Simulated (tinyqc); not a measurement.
Thermal boundary conductance by the acoustic and diffuse mismatch models. From G, diffuse mismatch back to temperature T. Computed by tinyqc, a small Python program. Command: `OMP_NUM_THREADS=1 python tinyqc.py 3015934 3015935 out.jsonl kapitza inv`. One thread of a shared host (Intel(R) Xeon(R) Processor @ 2.30GHz), about 0.02 s of CPU time with the checks.

Each side has one longitudinal and two transverse Debye branches, omega = v q up to q_D = (6 pi^2 n)^(1/3), with n counting all atoms. Scattering at the interface is elastic. Electrons are left out of G, also for metals. Melting is ignored. G refers to the temperatures of the phonons sent towards the interface. Linear branches over all atoms overstate G at high T, most for crystals with several atoms a cell.

Inputs (values chosen for the exercise, modelled on silicon (side 1) and germanium (side 2)): density rho_1 = 2.34 g/cm^3; longitudinal velocity vL_1 = 9100 m/s; transverse velocity vT_1 = 5440 m/s; atom density n_1 = 49.6 1/nm^3; density rho_2 = 5.42 g/cm^3; longitudinal velocity vL_2 = 5410 m/s; transverse velocity vT_2 = 3300 m/s; atom density n_2 = 44.4 1/nm^3; conductivity kappa_2 = 60.7 W/(m K).

Structure: superlattice.

Constants: hbar = 1.054571817e-34 J s; k_B = 1.380649e-23 J/K.

Method:
- omega_c = v q_D for each branch, given as hbar omega_c/k_B; impedance Z = rho v.
- No mode conversion. t(theta) = 4 Z_1 Z_2 cos(theta_1) cos(theta_2)/N^2, with N = Z_2 cos(theta_1) + Z_1 cos(theta_2) for L (the form for pressure waves) and N = Z_1 cos(theta_1) + Z_2 cos(theta_2) for both T branches (the form for shear waves polarised along the interface); sin(theta_2) = (v_2/v_1) sin(theta_1), and t = 0 beyond the critical angle arcsin(v_1/v_2); the mean over the incoming flux is alpha = 2 int t sin(theta_1) cos(theta_1) d theta_1 (64 Gauss-Legendre points).
- G = (k_B^4 T^3/(8 pi^2 hbar^3)) int W(x) x^4 e^x/(e^x - 1)^2 dx, x = hbar omega/(k_B T). Acoustic mismatch: W = sum over the three branches of alpha(1 to 2)/v_1^2, each up to the lower of its two cut-offs. Diffuse mismatch: W = S_1 S_2/(S_1 + S_2), where S_i sums 1/v^2 over the branches of side i still below their cut-off. Radiation limit: W = min(S_1, S_2). The integral is split at the four cut-offs (64 Gauss-Legendre points a piece, x at most 45).
- Boundary resistance R = 1/G and Kapitza length kappa_2/G use the diffuse value.

Problem. A run gave the result below. Find the temperature T, known to lie between 2.6 and 4.7 K.

G, diffuse mismatch = 0.03082716 MW/(m^2 K)

Solution.

Each step takes the trial c = (a f_b - b f_a)/(f_b - f_a), f being the result less the target and a, b, c the logarithms of the listed values; c replaces end b, the old b replaces a if the sign of f changed, and otherwise f_a is halved.

Scan of the range:
```
temperature T (K)  G, diffuse mismatch (MW/(m^2 K))
2.60                                      0.0104490
2.87                                      0.0140541
3.17                                      0.0189380
3.50                                      0.0254895
3.86                                      0.0341915
4.26                                      0.0459605
4.70                                      0.0617234
```

False position (Illinois rule, in the logarithm of the input) inside the bracket:
```
step    end a    end b    trial  G, diffuse mismatch (MW/(m^2 K))
1     3.50000  3.86000  3.71662                         0.0305213
2     3.86000  3.71662  3.72837                         0.0308115
3     3.86000  3.72837  3.72956                         0.0308411
4     3.72837  3.72956  3.72900                         0.0308272
5     3.72956  3.72900  3.72900                         0.0308272
```

G, diffuse mismatch rises at every point of a 13-point scan of the range (every second point is shown), so one value fits; it is bracketed by 3.50 and 3.86. The scan shows a pure power law with exponent 3.000, so scaling from any one row also gives the answer directly. Answer: temperature T = 3.729 K.

Caution: kappa_2 is of room-temperature size, so the Kapitza length is only nominal at this T.
